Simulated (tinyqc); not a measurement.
Worked calculation: tight-binding t2g bands of a cubic perovskite. Values are carried at full precision from step to step, so a last printed digit may differ when a step is redone from the rounded ones.

Orbitals yz, zx, xy (X, Y, Z below) times spin. E_xy = Dt + 2t (2 - cos x - cos y) + 2 td (1 - cos z) + 4 t2 (1 - cos x cos y) with x = kx a and so on; yz and zx follow by cyclic change, without Dt. Spin-orbit term -(Dso/3) L.sigma + Dso/3 with (L_k)_ij = -i epsilon_kij in X, Y, Z: for Dt = 0 the quartet lies at 0 and the doublet at Dso.

Constants: hbar^2/2m0 = 3.80998211 eV angstrom^2.

Parameters, chosen for this exercise (of the size met in SrTiO3 and KTaO3; not measured data): t = 0.467 eV (strong hopping); td = 0.015 eV (weak hopping); t2 = 0 eV (diagonal hopping in the plane of the orbital); Dt = -0.121 eV (shift of xy (tetragonal field or confinement)); k = (0.14, 0.12, 0.07) 2 pi/a (wave vector); Dso = 0.016 eV (spin-orbit splitting at Gamma); a = 3.923 angstrom (lattice constant).

## Orbital energies

Evaluate the three bands without spin-orbit coupling.

energies (eV): yz 0.3529, zx 0.4357, xy 0.4736

## The Hamiltonian

Add the spin-orbit term; + and - are the spin along z.

H(k) (eV), lower triangle (Hermitian):
```
          yz+       zx+      xy+      yz-     zx-     xy-
yz+    0.3582
zx+  -0.0053i    0.4410
xy+         0         0   0.4790
yz-         0         0   0.0053   0.3582
zx-         0         0  0.0053i  0.0053i  0.4410
xy-   -0.0053  -0.0053i        0        0       0  0.4790
```

## Levels and orbital weights

Diagonalise; the levels are twofold; weights summed over spin and averaged over the pair.

levels (eV): 0.3577  0.4405  0.4800

weights:
```
    pair 1  pair 2  pair 3
yz   0.995   0.003   0.002
zx   0.004   0.976   0.020
xy   0.002   0.021   0.977
```

The lowest pair is 99 % yz.

## Light and heavy masses without spin-orbit coupling

Along an axis in the plane of the orbital m/m0 = c/((t + 2 t2) a^2), and normal to it c/(td a^2); c = hbar^2/2m0.

masses (m0): light 0.530, heavy 16.504

ratio heavy/light = 31.13

## Levels at Gamma

At k = 0 the j_z = 3/2 pair stays at 0, and the other two pairs are E = (Dso + Dt)/2 -/+ sqrt((Dso + Dt)^2/4 - 2 Dso Dt/3).

levels at Gamma (eV): -0.1161  0.0000  0.0111

## Checks

- Levels at Gamma from the formula against the matrix: they agree to 1e-10 or better.

Computed by tinyqc, a small Python program: `OMP_NUM_THREADS=1 python tinyqc.py 1452585 1452586 out.jsonl` (the numbers bound the seed that draws the inputs); one thread of a shared host (Intel(R) Xeon(R) Processor @ 2.30GHz), about 0.01 s for the whole set of steps.
